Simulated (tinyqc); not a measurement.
Schottky barrier on an n-type semiconductor with a doping step, non-linear Poisson equation by Newton steps: Capacitance-voltage profiling.

One dimension, metal at x = 0, donor density C(x) = N1 for x < x1 and Nd beyond. Energies are counted from the electron Fermi level of the semiconductor and the conduction-band edge is Ec = -psi, so n = Nc exp(psi/Vt); holes follow the Fermi level of the metal, at -V, so p = Nv exp((V - psi - Eg)/Vt). Ends: psi(0) = V - phiB and psi = Vt ln(Nd/Nc) deep inside. Boltzmann statistics, full ionisation, no current, no image force in the Poisson equation.

The Poisson equation d/dx(eps0 eps_r dpsi/dx) = -q (p - n + C) is solved on a mesh of about 1000 nodes or more that ends in neutral material. C_s = q d/dV of the integral of n over x, from the linearised equation. Probed depth w = eps0 eps_r/C_s; apparent doping N_app = C_s^3/(q eps0 eps_r dC_s/dV), the derivative by central differences over +/- 0.02 V.

Values chosen for this exercise; band and dielectric values close to those of silicon:
```
symbol,value,unit,meaning
T,250,K,temperature
Eg,1.14,eV,band gap
eps_r,11.5,,relative permittivity
Nc,2.13e19,cm^-3,conduction-band density of states at T
Nv,2.01e19,cm^-3,valence-band density of states at T
Nd,2.1e17,cm^-3,donor density deep in the semiconductor
phiB,0.66,eV,barrier height
x1,36,nm,depth of the doping step
N1,6.3e17,cm^-3,donor density above the step
```

Constants: q = 1.602176634e-19 C, kB = 1.380649e-23 J/K, Vt = kB T/q, eps0 = 8.8541878128e-14 F/cm where lengths are in cm. Results are converted to the units shown.

Results:

| V (V) | C_s (nF/cm^2) | w (nm) | N_app (cm^-3) | true C(w) (cm^-3) | \|E_0\| (kV/cm) |
|---|---|---|---|---|---|
| 0 | 287 | 35.4 | 4.30e17 | 6.30e17 | 331 |
| -0.38 | 186 | 54.6 | 2.17e17 | 2.10e17 | 418 |
| -0.75 | 141 | 72.2 | 2.10e17 | 2.10e17 | 476 |
| -1.12 | 118 | 86.3 | 2.10e17 | 2.10e17 | 523 |
| -1.5 | 103 | 98.7 | 2.10e17 | 2.10e17 | 564 |
| -1.88 | 92.8 | 110 | 2.10e17 | 2.10e17 | 601 |
| -2.62 | 79.2 | 129 | 2.10e17 | 2.10e17 | 663 |
| -3 | 74.2 | 137 | 2.10e17 | 2.10e17 | 691 |

Estimate the missing row, V = -2.25 V.

Computed row:

| V (V) | C_s (nF/cm^2) | w (nm) | N_app (cm^-3) | true C(w) (cm^-3) | \|E_0\| (kV/cm) |
|---|---|---|---|---|---|
| -2.25 | 85.2 | 120 | 2.10e17 | 2.10e17 | 633 |

With this row back in the table: C_s falls from 287 to 74.2 nF/cm^2 while the probed depth goes from 35.4 to 137 nm. The apparent doping falls from 4.30e17 to 2.10e17 cm^-3. It departs most from the true doping at that depth for V = 0 V, where it is 32 % below it; the method senses the electrons at the edge of the depleted layer, which are smeared over a few Debye lengths (LD = 8.1 nm at Nd), so it cannot follow a doping that changes on that scale. For V = -2.25, -2.62, -3 the field at the metal is high enough for tunnelling or breakdown, which would limit the profiling.

Program tinyqc, `OMP_NUM_THREADS=1 python tinyqc.py 2020001 2020002 out.jsonl`; Intel Xeon 2.30GHz, shared host, one thread, about 0.08 s.
